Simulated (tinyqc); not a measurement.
Inside a calculation. Method: RKS/BP86 in the 3-21g basis, for H3-, spin multiplicity 1. The basis has no diffuse functions, so it cannot describe the extra electron: this is an exercise in the method, not the real anion. Computed by tinyqc, a small Python program that keeps every step (integrals from PySCF). Settings: charge = -1, multiplicity = 1, basis = 3-21g, energy threshold = 1e-08, iteration cap = 68, orthogonalisation = symmetric, start = Wolfsberg-Helmholz matrix, DIIS depth = 0, damping = 0.5, method = RKS, functional = b88,p86, grid = [40, 14]. Command: `OMP_NUM_THREADS=1 python tinyqc.py 31050 31051 out.jsonl` (the two numbers bound the seeds that draw the settings). One thread of a shared host (Intel(R) Xeon(R) Processor @ 2.60GHz), about 2 s of CPU time with the checks. Later iterations appear only in the table of the cycle.

## One-electron integrals

Geometry (angstrom):

| atom | x | y | z |
|---|---|---|---|
| H | 0.000000 | 0.000000 | 0.000000 |
| H | 0.000000 | 0.000000 | 1.012000 |
| H | 0.000000 | 0.877000 | 0.506000 |

Basis 3-21g: exponents (1/bohr^2) and contraction coefficients of normalised primitives:

| element | l (shell) | exponent | coefficient |
|---|---|---|---|
| H | s (1) | 5.447178 | 0.156285 |
| H | s (1) | 0.824547 | 0.904691 |
| H | s (2) | 0.183192 | 1.000000 |

Overlap, kinetic and nuclear-attraction integrals over the contracted functions; the nuclear repulsion is the sum of Za Zb / Rab.

nuclear repulsion = 1.56818624 hartree

overlap S, lower triangle:
```
          1H 1s     1H 2s     2H 1s     2H 2s     3H 1s     3H 2s
1H 1s  1.000000
1H 2s  0.645899  1.000000
2H 1s  0.192654  0.371509  1.000000
2H 2s  0.371509  0.715343  0.645899  1.000000
3H 1s  0.192352  0.371304  0.192352  0.371304  1.000000
3H 2s  0.371304  0.715104  0.371304  0.715104  0.645899  1.000000
```

kinetic energy T (hartree), lower triangle:
```
           1H 1s     1H 2s      2H 1s     2H 2s     3H 1s     3H 2s
1H 1s   1.549405
1H 2s   0.293152  0.274788
2H 1s  -0.019569  0.106291   1.549405
2H 2s   0.106291  0.152669   0.293152  0.274788
3H 1s  -0.019786  0.106170  -0.019786  0.106170  1.549405
3H 2s   0.106170  0.152574   0.106170  0.152574  0.293152  0.274788
```

nuclear attraction V (hartree), lower triangle:
```
           1H 1s      1H 2s      2H 1s      2H 2s      3H 1s      3H 2s
1H 1s  -2.766023
1H 2s  -1.453740  -1.622390
2H 1s  -0.498598  -0.868595  -2.766023
2H 2s  -0.868595  -1.242497  -1.453740  -1.622390
3H 1s  -0.497736  -0.868037  -0.497736  -0.868037  -2.765764
3H 2s  -0.868109  -1.242086  -0.868109  -1.242086  -1.453582  -1.622245
```

core Hamiltonian H = T + V (hartree), lower triangle:
```
           1H 1s      1H 2s      2H 1s      2H 2s      3H 1s      3H 2s
1H 1s  -1.216619
1H 2s  -1.160589  -1.347602
2H 1s  -0.518167  -0.762305  -1.216619
2H 2s  -0.762305  -1.089829  -1.160589  -1.347602
3H 1s  -0.517521  -0.761866  -0.517521  -0.761866  -1.216360
3H 2s  -0.761938  -1.089512  -0.761938  -1.089512  -1.160430  -1.347457
```

## Two-electron integrals

Functions are numbered as in S; the eight-fold symmetry (ij|kl) = (ji|kl) = (kl|ij) leaves the list below.

Two-electron integrals (ij|kl) in chemists' order, unique and non-zero (hartree):
```
(11|11) 1.140145   (21|11) 0.611403   (21|21) 0.345152   (22|11) 0.626370
(22|21) 0.380329   (22|22) 0.482957   (31|11) 0.162615   (31|21) 0.094659
(31|22) 0.109155   (31|31) 0.038209   (32|11) 0.219276   (32|21) 0.135731
(32|22) 0.177652   (32|31) 0.059905   (32|32) 0.113549   (33|11) 0.517685
(33|21) 0.328538   (33|22) 0.453023   (33|31) 0.162615   (33|32) 0.342091
(33|33) 1.140145   (41|11) 0.342091   (41|21) 0.194331   (41|22) 0.216399
(41|31) 0.059905   (41|32) 0.088142   (41|33) 0.219276   (41|41) 0.113549
(42|11) 0.409239   (42|21) 0.251032   (42|22) 0.327123   (42|31) 0.085224
(42|32) 0.150928   (42|33) 0.409239   (42|41) 0.150928   (42|42) 0.247137
(43|11) 0.328538   (43|21) 0.207105   (43|22) 0.284220   (43|31) 0.094659
(43|32) 0.194331   (43|33) 0.611403   (43|41) 0.135731   (43|42) 0.251032
(43|43) 0.345152   (44|11) 0.453023   (44|21) 0.284220   (44|22) 0.393725
(44|31) 0.109155   (44|32) 0.216399   (44|33) 0.626370   (44|41) 0.177652
(44|42) 0.327123   (44|43) 0.380329   (44|44) 0.482957   (51|11) 0.162323
(51|21) 0.094494   (51|22) 0.108975   (51|31) 0.030298   (51|32) 0.045538
(51|33) 0.112425   (51|41) 0.056294   (51|42) 0.077891   (51|43) 0.070270
(51|44) 0.092916   (51|51) 0.038088   (52|11) 0.219078   (52|21) 0.135615
(52|22) 0.177521   (52|31) 0.045574   (52|32) 0.077889   (52|33) 0.201073
(52|41) 0.082073   (52|42) 0.132953   (52|43) 0.125863   (52|44) 0.169409
(52|51) 0.059773   (52|52) 0.113424   (53|11) 0.112425   (53|21) 0.070270
(53|22) 0.092916   (53|31) 0.030298   (53|32) 0.056294   (53|33) 0.162323
(53|41) 0.045538   (53|42) 0.077891   (53|43) 0.094494   (53|44) 0.108975
(53|51) 0.030256   (53|52) 0.056268   (53|53) 0.038088   (54|11) 0.201073
(54|21) 0.125863   (54|22) 0.169409   (54|31) 0.045574   (54|32) 0.082073
(54|33) 0.219078   (54|41) 0.077889   (54|42) 0.132953   (54|43) 0.135615
(54|44) 0.177521   (54|51) 0.056268   (54|52) 0.111345   (54|53) 0.059773
(54|54) 0.113424   (55|11) 0.517445   (55|21) 0.328400   (55|22) 0.452898
(55|31) 0.112555   (55|32) 0.201154   (55|33) 0.517445   (55|41) 0.201154
(55|42) 0.348087   (55|43) 0.328400   (55|44) 0.452898   (55|51) 0.162323
(55|52) 0.341893   (55|53) 0.162323   (55|54) 0.341893   (55|55) 1.140145
(61|11) 0.341893   (61|21) 0.194220   (61|22) 0.216278   (61|31) 0.056360
(61|32) 0.082098   (61|33) 0.201133   (61|41) 0.111405   (61|42) 0.146748
(61|43) 0.125897   (61|44) 0.169438   (61|51) 0.059773   (61|52) 0.088026
(61|53) 0.045517   (61|54) 0.082038   (61|55) 0.219078   (61|61) 0.113424
(62|11) 0.409067   (62|21) 0.250929   (62|22) 0.326996   (62|31) 0.077987
(62|32) 0.132999   (62|33) 0.348048   (62|41) 0.146770   (62|42) 0.233915
(62|43) 0.216989   (62|44) 0.295274   (62|51) 0.085062   (62|52) 0.150789
(62|53) 0.077871   (62|54) 0.146695   (62|55) 0.409067   (62|61) 0.150789
(62|62) 0.246972   (63|11) 0.201133   (63|21) 0.125897   (63|22) 0.169438
(63|31) 0.056360   (63|32) 0.111405   (63|33) 0.341893   (63|41) 0.082098
(63|42) 0.146748   (63|43) 0.194220   (63|44) 0.216278   (63|51) 0.045517
(63|52) 0.082038   (63|53) 0.059773   (63|54) 0.088026   (63|55) 0.219078
(63|61) 0.077870   (63|62) 0.132931   (63|63) 0.113424   (64|11) 0.348048
(64|21) 0.216989   (64|22) 0.295274   (64|31) 0.077987   (64|32) 0.146770
(64|33) 0.409067   (64|41) 0.132999   (64|42) 0.233915   (64|43) 0.250929
(64|44) 0.326996   (64|51) 0.077871   (64|52) 0.146695   (64|53) 0.085062
(64|54) 0.150789   (64|55) 0.409067   (64|61) 0.132931   (64|62) 0.233849
(64|63) 0.150789   (64|64) 0.246972   (65|11) 0.328400   (65|21) 0.207027
(65|22) 0.284148   (65|31) 0.070355   (65|32) 0.125916   (65|33) 0.328400
(65|41) 0.125916   (65|42) 0.217017   (65|43) 0.207027   (65|44) 0.284148
(65|51) 0.094494   (65|52) 0.194220   (65|53) 0.094494   (65|54) 0.194220
(65|55) 0.611403   (65|61) 0.135615   (65|62) 0.250929   (65|63) 0.135615
(65|64) 0.250929   (65|65) 0.345152   (66|11) 0.452898   (66|21) 0.284148
(66|22) 0.393652   (66|31) 0.093042   (66|32) 0.169489   (66|33) 0.452898
(66|41) 0.169489   (66|42) 0.295330   (66|43) 0.284148   (66|44) 0.393652
(66|51) 0.108975   (66|52) 0.216278   (66|53) 0.108975   (66|54) 0.216278
(66|55) 0.626370   (66|61) 0.177521   (66|62) 0.326996   (66|63) 0.177521
(66|64) 0.326996   (66|65) 0.380329   (66|66) 0.482957
```

## Orthogonalisation

S = U s U^T; symmetric (Loewdin) form X = U s^(-1/2) U^T, so that X^T S X = 1.

eigenvalues of S: 0.167067  0.167201  0.423865  0.924935  0.925523  3.391409

X, lower triangle:
```
           1H 1s      1H 2s      2H 1s      2H 2s      3H 1s     3H 2s
1H 1s   1.243438
1H 2s  -0.494430   1.773510
2H 1s  -0.014620   0.014896   1.243438
2H 2s   0.014896  -0.454771  -0.494430   1.773510
3H 1s  -0.014460   0.014863  -0.014460   0.014863   1.243429
3H 2s   0.014896  -0.454189   0.014896  -0.454189  -0.494413  1.773037
```

## Starting guess

The start is the generalised Wolfsberg-Helmholz matrix (K = 1.75) built on H; D = 2 C_occ C_occ^T.

D at the start, lower triangle:
```
           1H 1s      1H 2s      2H 1s      2H 2s     3H 1s     3H 2s
1H 1s   0.335246
1H 2s   0.209159   0.227444
2H 1s   0.335246   0.209159   0.335246
2H 2s   0.209159   0.227444   0.209159   0.227444
3H 1s  -0.568046  -0.190977  -0.568046  -0.190977  1.237986
3H 2s  -0.191310   0.050015  -0.191310   0.050015  0.609666  0.405071
```

## Iteration 1: exchange-correlation on the grid

Becke grid with 40 radial and 14 angular points per atom, points of zero weight dropped. rho = sum D_ij phi_i phi_j; V_xc,ij = sum w v_xc phi_i phi_j plus the gradient terms; v_xc is d(rho eps)/d rho at fixed gradient.

The 16 grid points with the largest w rho, of 1672 (bohr, atomic units):

| x | y | z | w | rho | \|grad rho\|^2 | eps_xc | v_xc |
|---|---|---|---|---|---|---|---|
| -0.579602 | 2.236891 | 1.535803 | 0.139629 | 0.126750 | 0.113617 | -0.450008 | -0.529225 |
| 0.579602 | 2.236891 | 1.535803 | 0.139629 | 0.126750 | 0.113617 | -0.450008 | -0.529225 |
| -0.579602 | 2.236891 | 0.376600 | 0.139629 | 0.126750 | 0.113617 | -0.450008 | -0.529225 |
| 0.579602 | 2.236891 | 0.376600 | 0.139629 | 0.126750 | 0.113617 | -0.450008 | -0.529225 |
| 0.669044 | 2.326334 | 1.625246 | 0.206162 | 0.082879 | 0.054922 | -0.403321 | -0.457087 |
| -0.669044 | 2.326334 | 1.625246 | 0.206162 | 0.082879 | 0.054922 | -0.403321 | -0.457087 |
| -0.669044 | 2.326334 | 0.287157 | 0.206162 | 0.082879 | 0.054922 | -0.403321 | -0.457087 |
| 0.669044 | 2.326334 | 0.287157 | 0.206162 | 0.082879 | 0.054922 | -0.403321 | -0.457087 |
| 0.499033 | 2.156323 | 1.455235 | 0.093096 | 0.182279 | 0.219051 | -0.497072 | -0.597933 |
| -0.499033 | 2.156323 | 1.455235 | 0.093096 | 0.182279 | 0.219051 | -0.497072 | -0.597933 |
| 0.499033 | 2.156323 | 0.457168 | 0.093096 | 0.182279 | 0.219051 | -0.497072 | -0.597933 |
| -0.499033 | 2.156323 | 0.457168 | 0.093096 | 0.182279 | 0.219051 | -0.497072 | -0.597933 |
| 0.000000 | 2.661189 | 0.956201 | 0.124151 | 0.129154 | 0.119681 | -0.452717 | -0.532164 |
| 0.000000 | 2.816108 | 0.956201 | 0.183365 | 0.084102 | 0.057928 | -0.405591 | -0.458688 |
| 0.000000 | 2.521641 | 0.956201 | 0.082762 | 0.186111 | 0.229870 | -0.500173 | -0.601873 |
| -0.426716 | 2.084006 | 1.382918 | 0.060978 | 0.251718 | 0.432132 | -0.546087 | -0.663806 |

electrons on the grid, sum of w rho = 3.984784

E_xc = sum of w rho eps_xc = -1.65309091 hartree

V_xc (hartree), lower triangle:
```
           1H 1s      1H 2s      2H 1s      2H 2s      3H 1s      3H 2s
1H 1s  -0.557278
1H 2s  -0.308210  -0.339099
2H 1s  -0.102624  -0.183373  -0.557278
2H 2s  -0.183373  -0.262934  -0.308210  -0.339099
3H 1s  -0.108379  -0.209597  -0.108379  -0.209597  -0.714590
3H 2s  -0.181726  -0.266727  -0.181726  -0.266727  -0.369524  -0.360835
```

## Iteration 1: building the Kohn-Sham matrix

J_ij = sum D_kl (ij|kl); F = H + J + V_xc; E = tr D H + tr D J / 2 + E_xc + E_nn.

Coulomb J (hartree), lower triangle:
```
          1H 1s     1H 2s     2H 1s     2H 2s     3H 1s     3H 2s
1H 1s  2.344314
1H 2s  1.424359  1.845477
2H 1s  0.484019  0.857457  2.344314
2H 2s  0.857457  1.400178  1.424359  1.845477
3H 1s  0.519655  0.981781  0.519655  0.981781  2.924712
3H 2s  0.868271  1.452466  0.868271  1.452466  1.689060  2.010549
```

Kohn-Sham matrix F (hartree), lower triangle:
```
           1H 1s      1H 2s      2H 1s     2H 2s     3H 1s     3H 2s
1H 1s   0.570418
1H 2s  -0.044439   0.158776
2H 1s  -0.136772  -0.088221   0.570418
2H 2s  -0.088221   0.047415  -0.044439  0.158776
3H 1s  -0.106245   0.010317  -0.106245  0.010317  0.993762
3H 2s  -0.075393   0.096227  -0.075393  0.096227  0.159105  0.302258
```

total energy of this density = -0.57322256 hartree

This density is the starting one.

## Iteration 1: diagonalisation and new density

Diagonalise F' = X^T F X, C = X C', fill 2 alpha and 2 beta electrons from the bottom; D = 2 C_occ C_occ^T; the new density keeps 0.5 of the old one (damping). Each column has its largest component positive (the first on a tie).

F' = X^T F X (hartree), lower triangle:
```
           1          2          3          4          5         6
1   0.975298
2  -0.477078   0.545775
3  -0.116759  -0.031644   0.975298
4  -0.031644  -0.091234  -0.477078   0.545775
5  -0.128371   0.003153  -0.128371   0.003153   1.418538
6  -0.042566  -0.071169  -0.042566  -0.071169  -0.455000  0.697487
```

orbital energies (hartree): MO1 0.055695, MO2 0.364354, MO3 0.524935, MO4 1.167352, MO5 1.364712, MO6 1.681123

coefficients C:
```
             MO1        MO2        MO3        MO4        MO5        MO6
1H 1s   0.216048   0.157253   0.013098   0.862562  -0.946749  -0.282033
1H 2s   0.401602   1.155838  -0.639346  -0.673183   1.129762   0.409632
2H 1s   0.216048  -0.157253   0.013098   0.862562   0.946749  -0.282033
2H 2s   0.401602  -1.155838  -0.639346  -0.673183  -1.129762   0.409632
3H 1s   0.069306   0.000000   0.084869   0.344474   0.000000   1.288702
3H 2s  -0.049974   0.000000   1.502631  -0.102147   0.000000  -1.237050
```

D after iteration 1, lower triangle:
```
           1H 1s      1H 2s      2H 1s      2H 2s     3H 1s     3H 2s
1H 1s   0.239028
1H 2s   0.373103   1.610967
2H 1s   0.189571   0.009586   0.239028
2H 2s   0.009586  -1.060954   0.373103   1.610967
3H 1s  -0.269050  -0.067655  -0.269050  -0.067655  0.623796
3H 2s  -0.106452   0.004938  -0.106452   0.004938  0.301370  0.205033
```

## Iteration 2: exchange-correlation on the grid

As before.

The 16 grid points with the largest w rho, of 1672 (bohr, atomic units):

| x | y | z | w | rho | \|grad rho\|^2 | eps_xc | v_xc |
|---|---|---|---|---|---|---|---|
| -0.877412 | -0.877412 | -0.877412 | 0.432891 | 0.029132 | 0.002657 | -0.286953 | -0.339470 |
| 0.877412 | -0.877412 | -0.877412 | 0.432891 | 0.029132 | 0.002657 | -0.286953 | -0.339470 |
| 0.877412 | -0.877412 | 2.789814 | 0.432891 | 0.029132 | 0.002657 | -0.286953 | -0.339470 |
| -0.877412 | -0.877412 | 2.789814 | 0.432891 | 0.029132 | 0.002657 | -0.286953 | -0.339470 |
| 0.998020 | -0.998020 | -0.998020 | 0.617382 | 0.020233 | 0.001223 | -0.258923 | -0.302618 |
| -0.998020 | -0.998020 | -0.998020 | 0.617382 | 0.020233 | 0.001223 | -0.258923 | -0.302618 |
| 0.998020 | -0.998020 | 2.910422 | 0.617382 | 0.020233 | 0.001223 | -0.258923 | -0.302618 |
| -0.998020 | -0.998020 | 2.910422 | 0.617382 | 0.020233 | 0.001223 | -0.258923 | -0.302618 |
| -0.768053 | -0.768053 | -0.768053 | 0.300575 | 0.040807 | 0.005333 | -0.315590 | -0.377827 |
| 0.768053 | -0.768053 | -0.768053 | 0.300575 | 0.040807 | 0.005333 | -0.315590 | -0.377827 |
| -0.768053 | -0.768053 | 2.680456 | 0.300575 | 0.040807 | 0.005333 | -0.315590 | -0.377827 |
| 0.768053 | -0.768053 | 2.680456 | 0.300575 | 0.040807 | 0.005333 | -0.315590 | -0.377827 |
| 0.000000 | 0.000000 | -1.728621 | 0.548747 | 0.022229 | 0.001343 | -0.264473 | -0.312931 |
| 0.000000 | 0.000000 | 3.641023 | 0.548747 | 0.022229 | 0.001343 | -0.264473 | -0.312931 |
| 0.000000 | 0.000000 | -1.519722 | 0.384777 | 0.031446 | 0.002772 | -0.291701 | -0.349164 |
| 0.000000 | 0.000000 | 3.432124 | 0.384777 | 0.031446 | 0.002772 | -0.291701 | -0.349164 |

electrons on the grid, sum of w rho = 3.997679

E_xc = sum of w rho eps_xc = -1.40568763 hartree

V_xc (hartree), lower triangle:
```
           1H 1s      1H 2s      2H 1s      2H 2s      3H 1s      3H 2s
1H 1s  -0.572123
1H 2s  -0.321847  -0.363510
2H 1s  -0.101982  -0.186945  -0.572123
2H 2s  -0.186945  -0.272063  -0.321847  -0.363510
3H 1s  -0.104165  -0.188169  -0.104165  -0.188169  -0.609250
3H 2s  -0.186146  -0.266663  -0.186146  -0.266663  -0.322567  -0.338063
```

## Iteration 2: building the Kohn-Sham matrix

As before.

Coulomb J (hartree), lower triangle:
```
          1H 1s     1H 2s     2H 1s     2H 2s     3H 1s     3H 2s
1H 1s  2.341325
1H 2s  1.417211  1.823957
2H 1s  0.470943  0.842855  2.341325
2H 2s  0.842855  1.368770  1.417211  1.823957
3H 1s  0.469293  0.841224  0.469293  0.841224  2.364205
3H 2s  0.840945  1.361060  0.840945  1.361060  1.412845  1.798061
```

Kohn-Sham matrix F (hartree), lower triangle:
```
           1H 1s      1H 2s      2H 1s      2H 2s      3H 1s     3H 2s
1H 1s   0.552583
1H 2s  -0.065225   0.112845
2H 1s  -0.149206  -0.106395   0.552583
2H 2s  -0.106395   0.006879  -0.065225   0.112845
3H 1s  -0.152394  -0.108811  -0.152394  -0.108811   0.538595
3H 2s  -0.107139   0.004886  -0.107139   0.004886  -0.070152  0.112541
```

total energy of this density = -1.05036331 hartree

This density is a damped mixture and is not idempotent.

## Iteration 2: diagonalisation and new density

As before.

F' = X^T F X (hartree), lower triangle:
```
           1          2          3          4          5         6
1   0.962253
2  -0.478035   0.536053
3  -0.123204  -0.034185   0.962253
4  -0.034185  -0.078696  -0.478035   0.536053
5  -0.126347  -0.032600  -0.126347  -0.032600   0.946574
6  -0.032664  -0.085332  -0.032664  -0.085332  -0.479495  0.542355
```

orbital energies (hartree): MO1 -0.030780, MO2 0.347714, MO3 0.352846, MO4 1.108950, MO5 1.352492, MO6 1.354319

coefficients C:
```
            MO1        MO2        MO3        MO4        MO5        MO6
1H 1s  0.198599   0.149998  -0.089924   0.709725  -0.947925   0.564948
1H 2s  0.239076   1.164455  -0.669702  -0.492589   1.120878  -0.665372
2H 1s  0.198599  -0.149998  -0.089924   0.709725   0.947925   0.564948
2H 2s  0.239076  -1.164455  -0.669702  -0.492589  -1.120878  -0.665372
3H 1s  0.205832   0.000000   0.186074   0.749699   0.000000  -1.073491
3H 2s  0.247715   0.000000   1.326598  -0.551661   0.000000   1.294437
```

D after iteration 2, lower triangle:
```
           1H 1s      1H 2s      2H 1s     2H 2s     3H 1s     3H 2s
1H 1s   0.181455
1H 2s   0.408699   2.218595
2H 1s   0.111728  -0.122393   0.181455
2H 2s  -0.122393  -1.829275   0.408699  2.218595
3H 1s  -0.093647   0.015382  -0.093647  0.015382  0.354265
3H 2s  -0.004030   0.061692  -0.004030  0.061692  0.201673  0.163879
```

## Convergence

Stop when the energy changes by less than 1e-08 hartree and every element of the error matrix X^T (F D S - S D F) X is below 3e-05.

Course of the cycle:

| iteration | E (hartree) | change | largest element of the error matrix |
|---|---|---|---|
| 1 | -0.57322256 | - | 7.98e-01 |
| 2 | -1.05036331 | -4.77e-01 | 2.59e-01 |
| 3 | -1.22663843 | -1.76e-01 | 1.61e-01 |
| 4 | -1.31925046 | -9.26e-02 | 9.02e-02 |
| 5 | -1.36111492 | -4.19e-02 | 6.60e-02 |
| 6 | -1.38529729 | -2.42e-02 | 4.91e-02 |
| 7 | -1.39450158 | -9.20e-03 | 4.06e-02 |
| 8 | -1.40177795 | -7.28e-03 | 3.99e-02 |
| 9 | -1.40283201 | -1.05e-03 | 3.39e-02 |
| 10 | -1.40590019 | -3.07e-03 | 3.78e-02 |
| 11 | -1.40491490 | 9.85e-04 | 3.21e-02 |
| 12 | -1.40693186 | -2.02e-03 | 3.73e-02 |
| 13 | -1.40543611 | 1.50e-03 | 3.17e-02 |
| 14 | -1.40719012 | -1.75e-03 | 3.71e-02 |
| ... | ... | ... | ... |
| 55 | -1.40561015 | 1.67e-03 | 3.15e-02 |
| 56 | -1.40727638 | -1.67e-03 | 3.71e-02 |
| 57 | -1.40561015 | 1.67e-03 | 3.15e-02 |
| 58 | -1.40727638 | -1.67e-03 | 3.71e-02 |
| 59 | -1.40561015 | 1.67e-03 | 3.15e-02 |
| 60 | -1.40727638 | -1.67e-03 | 3.71e-02 |
| 61 | -1.40561015 | 1.67e-03 | 3.15e-02 |
| 62 | -1.40727638 | -1.67e-03 | 3.71e-02 |
| 63 | -1.40561015 | 1.67e-03 | 3.15e-02 |
| 64 | -1.40727638 | -1.67e-03 | 3.71e-02 |
| 65 | -1.40561015 | 1.67e-03 | 3.15e-02 |
| 66 | -1.40727638 | -1.67e-03 | 3.71e-02 |
| 67 | -1.40561015 | 1.67e-03 | 3.15e-02 |
| 68 | -1.40727638 | -1.67e-03 | 3.71e-02 |

PySCF RKS in the same basis, fine grid = -1.36646600 hartree

Not converged within the cap of 68 iterations: the residual has stopped falling: the iteration swings between two states. Reruns (cap 100 unless said): DIIS 8: not converged; level shift 0.5: converged in 11; atomic densities as start, DIIS 8: not converged; the original settings with a cap of 400: not converged.
